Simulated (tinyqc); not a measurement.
# Free and trapped electrons in a MOS channel with a dense trap tail: free and trapped charge against gate voltage

p-type body, charge-sheet picture, full ionisation (an idealisation for deep acceptors), Boltzmann statistics for free electrons. e = Ec - EF at the surface. Acceptor-like traps of density D(E) = D0 + De exp(-E/Ew) at depth E below Ec, from 0 to Eu, hold n_t = integral of D(E)/(1 + exp((e - E)/Vt)). psi = Eg - Vt ln(Nv/Na) - e; N_dep = sqrt(2 eps0 eps_r Na (psi - Vt)/q); n_f = sqrt(N_dep^2 + 2 eps0 eps_r Vt Nc exp(-e/Vt)/q) - N_dep; Vg = Vfb + psi + q (N_dep + n_t + n_f)/Cox, Cox = eps0 eox/tox.

Free share n_f/(n_f + n_t); swing ln 10 n_f/(dn_f/dVg); field-effect mobility mf q (dn_f/dVg)/Cox, for a constant mf; oxide field q (N_dep + n_t + n_f)/(eps0 eox).

Values chosen for this exercise; band and dielectric values close to those of 4H silicon carbide: temperature T = 300 K; band gap Eg = 3.29 eV; relative permittivity eps_r = 9.63; conduction-band density of states at T Nc = 1.68e19 cm^-3; valence-band density of states at T Nv = 2.55e19 cm^-3; relative permittivity of the insulator eox = 3.9; insulator thickness tox = 27 nm; acceptor density Na = 5e16 cm^-3; flat-band voltage without trapped charge Vfb = -2.76 V; constant background density of acceptor-like traps D0 = 2.5e10 cm^-2 eV^-1; density of the tail at the conduction edge De = 8.1e12 cm^-2 eV^-1; decay energy of the tail Ew = 0.09 eV; depth below Ec down to which the traps reach Eu = 0.63 eV; mobility of free electrons mf = 130 cm^2/(V s).

Constants: q = 1.602176634e-19 C, kB = 1.380649e-23 J/K, Vt = kB T/q, eps0 = 8.8541878128e-14 F/cm where lengths are in cm. Results are converted to the units shown.

Result of one run:
columns A: e (eV); B: n_f (cm^-2); C: n_t (cm^-2); D: free share (%); E: swing (mV/decade); F: field-effect mobility (cm^2/(V s)); G: oxide field (MV/cm)
```
A                B         C      D     E      F      G
-0.01077  1.657e12  6.641e11  71.39  5128  121.2  1.674
```

Which gate voltage Vg gave this result: 3.2, 4.3, 4.9, 5.4 or 6 V?

Vg = 4.9 V.

The whole series:
columns A: Vg (V); B: e (eV); C: n_f (cm^-2); D: n_t (cm^-2); E: free share (%); F: swing (mV/decade); G: field-effect mobility (cm^2/(V s)); H: oxide field (MV/cm)
```
A           B         C         D         E      F         G       H
1.5    0.3931   4.787e5  1.588e10  0.003014  87.13  0.002060  0.5646
2.1    0.1278  1.305e10  2.125e11     5.786  279.0     17.54  0.6885
2.6   0.06257  1.524e11  4.065e11     27.27  814.3     70.19  0.8495
3.2   0.03024  4.735e11  5.319e11     47.10   1786     99.40   1.060
3.8   0.01146  8.651e11  6.003e11     59.04   2904     111.7   1.275
4.3  7.014e-5  1.217e12  6.358e11     65.69   3894     117.2   1.456
4.9  -0.01077  1.657e12  6.641e11     71.39   5128     121.2   1.674
5.4  -0.01826  2.032e12  6.803e11     74.92   6184     123.2   1.857
6    -0.02597  2.490e12  6.941e11     78.20   7475     124.9   2.076
```

n_f reaches 1e11 cm^-2 at Vg = 2.47 V, against 2.01 V without traps. The free share rises from 0.00301 to 78.2 % and the field-effect mobility rises from 0.00206 to 125 cm^2/(V s), although mf = 130 is constant: in the last row 96.1 % of Cox dVg goes into free electrons. The swing in the first row is 87.1 mV a decade (Vt ln 10 = 59.5). For Vg = 3.2, 3.8, 4.3, 4.9, 5.4, 6 EF lies less than 2 Vt below the band edge, or above it, where degeneracy and confinement, left out, matter.

Numbers from tinyqc (`OMP_NUM_THREADS=1 python tinyqc.py 2222179 2222180 out.jsonl`; about 0.02 s on one thread of a shared Intel Xeon 2.30GHz).
